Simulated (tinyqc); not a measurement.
# One-sided p+-n junction, ionisation integral and breakdown: effects of single changes

A p+ layer at x < 0 and an n drift layer from x = 0. Depletion approximation, built-in voltage neglected. Local ionisation coefficients alpha_n = an exp(-(bn/E)^mx), alpha_p = ap exp(-(bp/E)^mx). Electrons move towards +x, holes towards x = 0.

Values chosen for this exercise; material values close to those of silicon: relative permittivity eps_r = 11.5; prefactor of the electron ionisation coefficient an = 7.47e5 1/cm; field constant for electrons bn = 1.23e6 V/cm; prefactor of the hole ionisation coefficient ap = 1.54e6 1/cm; field constant for holes bp = 2.17e6 V/cm; exponent mx = 1; electron mobility of the drift layer mu = 1370 cm^2/(V s); donor density of the drift layer N = 3.7e14 cm^-3.

Constants: q = 1.602176634e-19 C, eps0 = 8.8541878128e-14 F/cm where lengths are in cm. Results are converted to the units shown.

Each table varies one quantity; the others keep the values above.

## Multiplication against voltage

W = sqrt(2 eps0 eps_r V/(q N)), peak field E0 = q N W/(eps0 eps_r), falling linearly to 0 at W. G(x) = integral from 0 to x of (alpha_n - alpha_p); I_n = integral of alpha_n exp(-G) (electrons injected at x = 0), I_p = integral of alpha_p exp(G(end) - G) (holes injected at the far edge); M = 1/(1 - I). Integrals on a fine grid; BV is where I_n = 1. Here BV = 529.823 V; the Miller exponent is n = ln(1 - 1/M)/ln(V/BV).

Multiplication against voltage:
```
V (V),E0 (kV/cm),I_n,I_p,M_n,M_p,"Miller n, electrons","Miller n, holes"
212,157,0.0798,2.80e-4,1.09,1.00,2.76,8.93
265,176,0.208,0.00163,1.26,1.00,2.27,9.27
318,192,0.398,0.00673,1.66,1.01,1.81,9.80
371,208,0.610,0.0236,2.57,1.02,1.39,10.5
424,222,0.796,0.0789,4.91,1.09,1.02,11.4
456,230,0.882,0.165,8.45,1.20,0.839,12.0
487,238,0.944,0.343,17.7,1.52,0.689,12.7
509,243,0.976,0.589,42.1,2.43,0.600,13.2
522,247,0.992,0.818,122,5.49,0.553,13.5
```

Read the table: what changes, and by how much?

M_n rises from 1.087 to 122 and M_p from 1.000 to 5.49; both diverge at BV. The Miller exponent for electrons falls from 2.76 to 0.553 and that for holes rises from 8.93 to 13.5, so one exponent describes neither over the whole range. The larger multiplication belongs to electrons, whose coefficient at the peak field of the last row is 22.0 times the other.

## Effect of the drift doping

Same model as above.

Specific on-resistance Ron = W/(q mu N) with constant mobility and full ionisation.

Effect of the drift doping:
```
N (cm^-3),BV (V),E0 at BV (kV/cm),W at BV (um),Ron (mohm cm^2),BV^2/Ron (MW/cm^2),eps0 eps_r mu E0^3/4 (MW/cm^2)
3.1e13,3.54e3,186,381,5.60e3,2.24,2.24
5.9e13,2.14e3,199,215,1.66e3,2.76,2.76
1.1e14,1.32e3,214,124,512,3.42,3.42
2.2e14,781,233,67.2,139,4.39,4.39
4.2e14,482,253,38.2,41.4,5.62,5.62
8e14,301,275,21.9,12.5,7.29,7.29
1.5e15,193,302,12.8,3.88,9.56,9.56
3e15,119,335,7.10,1.08,13.2,13.2
```

BV falls from 3540 to 119 V while the critical field rises from 186 to 335 kV/cm. BV goes as N^(-0.78) between the first two rows and N^(-0.69) between the last two (a coefficient proportional to E^7 gives -0.75 without punch-through). Ron goes as BV^(2.52) over the table; the last two columns agree since BV = E0 W/2 and N = eps0 eps_r E0/(q W).

Computed by the program tinyqc: `OMP_NUM_THREADS=1 python tinyqc.py 2120045 2120046 out.jsonl`, one thread of a shared Intel Xeon 2.30GHz, about 0.05 s for the whole run.
